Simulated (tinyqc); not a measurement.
# p-n heterojunction, non-linear Poisson equation by Newton steps, Boltzmann statistics: two studies

One dimension, material 1 (p-type) at x < 0 and material 2 (n-type) at x > 0. Band edges: Ec = -psi in material 1 and -psi + dEc in material 2, Ev = Ec - Eg. Flat quasi-Fermi levels: 0 for holes, +V for electrons. n = Nc F((EFn - Ec)/Vt), p = Nv F((Ev - EFp)/Vt), with F(eta) = exp(eta) (Boltzmann statistics); full ionisation, no interface charge, classical densities; the doping types are chosen for the exercise.

Inputs (values chosen for the exercise); band and dielectric values close to those of InP and In0.53Ga0.47As:
```
symbol,value,unit,meaning
T,350,K,temperature
Eg1,1.36,eV,band gap of material 1
er1,12.5,,relative permittivity of material 1
Nc1,7.17e17,cm^-3,conduction-band density of states of material 1
Nv1,1.39e19,cm^-3,valence-band density of states of material 1
Eg2,0.727,eV,band gap of material 2
er2,14.1,,relative permittivity of material 2
Nc2,2.6e17,cm^-3,conduction-band density of states of material 2
Nv2,9.61e18,cm^-3,valence-band density of states of material 2
dEc,-0.24,eV,conduction-band offset Ec2 - Ec1
N1,2.1e17,cm^-3,acceptor density of material 1
N2,2.8e16,cm^-3,donor density of material 2
V,0,V,bias of side 1 against side 2
```

Constants: q = 1.602176634e-19 C, kB = 1.380649e-23 J/K, Vt = kB T/q, eps0 = 8.8541878128e-14 F/cm where lengths are in cm. Results are converted to the units shown.

Each table varies one quantity; the others keep the values above.

## Effect of the bias of side 1 against side 2

Exact first integral: on each side D^2/(2 eps0 er) = G, G = q [Vt (nI_j - nI_b) + Vt (pI_j - pI_b) - C (psi_j - psi_b)], with C = -N1 or +N2, b the neutral end of that side, and nI, pI the densities themselves. D is continuous, so er1 G1(psi_j) = er2 G2(psi_j) fixes psi_j. Ends from Nv1 F((-psi_L - Eg1)/Vt) = N1 and Nc2 F((V + psi_R - dEc)/Vt) = N2. D is counted positive when psi rises towards material 2. Depletion (Anderson) capacitance C^2 = q eps0 er1 er2 N1 N2/(2 (er1 N1 + er2 N2)(psi_R - psi_L)). -dD/dV is the change of the displacement at the interface with both quasi-Fermi levels flat; it is the terminal capacitance only while neither side holds an inversion layer. n_j and p_j are densities at the interface.

Effect of the bias of side 1 against side 2:
columns A: V (V); B: psi_R - psi_L (V); C: psi_j - psi_L (V); D: psi_R - psi_j (V); E: D/q (cm^-2); F: n_j in 1 (cm^-3); G: p_j in 2 (cm^-3); H: -dD/dV (nF/cm^2); I: depletion C (nF/cm^2)
```
A           B       C       D         E          F         G      H      I
0.3    0.6263  0.3217  0.3047  9.197e11    1.109e9  1.545e18  4.032  62.34
-0.17   1.096  0.3301  0.7662  9.329e11      250.4  1.168e18  5.047  47.12
-0.64   1.566  0.3411   1.225  9.499e11   6.164e-5  8.102e17  6.688  39.42
-1.11   2.036  0.3567   1.680  9.733e11  1.761e-11  4.841e17  9.575  34.57
-1.59   2.516  0.3813   2.135  1.009e12  4.890e-18  2.137e17  15.07  31.10
-2.06   2.986  0.4208   2.566  1.065e12  3.091e-24  5.771e16  22.48  28.55
-2.53   3.456  0.4755   2.981  1.137e12  3.231e-30  9.427e15  25.61  26.54
-3      3.926  0.5358   3.391  1.211e12  4.072e-36  1.277e15  24.94  24.90
```

As V goes from 0.3 to -3, the total bending rises from 0.626 to 3.93 V and the sheet charge D/q rises from 9.20e11 to 1.21e12 cm^-2; the share of the bending in material 1 falls from 51.4 to 13.6 %. The capacitance departs most from the depletion formula at V = 0.3, where it is 94 % below it, and there the holes at the interface in material 2 outnumber its donors: an inversion layer has formed, which screens D from the bias.

## Effect of the donor density of material 2

Same model as above.

Effect of the donor density of material 2:
columns A: N2 (cm^-3); B: psi_R - psi_L (V); C: psi_j - psi_L (V); D: psi_R - psi_j (V); E: D/q (cm^-2); F: n_j in 1 (cm^-3); G: p_j in 2 (cm^-3); H: -dD/dV (nF/cm^2); I: depletion C (nF/cm^2)
```
A            B       C       D         E        F         G       H      I
1.4e15  0.8360  0.3179  0.5181  9.136e11  4.680e4  1.753e18  0.1835  12.89
2.3e15  0.8510  0.3181  0.5328  9.140e11  4.718e4  1.739e18  0.3034  16.34
3.9e15  0.8669  0.3186  0.5483  9.147e11  4.789e4  1.713e18  0.5206  20.99
6.6e15  0.8828  0.3194  0.5634  9.160e11  4.918e4  1.668e18  0.8998  26.87
1.1e16  0.8982  0.3207  0.5774  9.182e11  5.147e4  1.594e18   1.555  34.01
1.9e16  0.9146  0.3234  0.5912  9.225e11  5.631e4  1.457e18   2.880  43.42
3.1e16  0.9294  0.3280  0.6014  9.296e11  6.556e4  1.252e18   5.277  53.48
5.2e16  0.9450  0.3378  0.6072  9.448e11  9.073e4  9.043e17   11.20  65.59
```

What does the table show?

As N2 goes from 1.4e15 to 5.2e16, the total bending rises from 0.836 to 0.945 V and the sheet charge D/q rises from 9.14e11 to 9.45e11 cm^-2; the share of the bending in material 1 goes from 38.0 through a minimum of 35.3 (at N2 = 3.1e16 among the rows listed) to 35.7 %. The capacitance departs most from the depletion formula at N2 = 1.4e15, where it is 99 % below it, and there the holes at the interface in material 2 outnumber its donors: an inversion layer has formed, which screens D from the bias.

Computed by the program tinyqc: `OMP_NUM_THREADS=1 python tinyqc.py 2040033 2040034 out.jsonl`, one thread of a shared Intel Xeon 2.30GHz, about 0.03 s for the whole run.
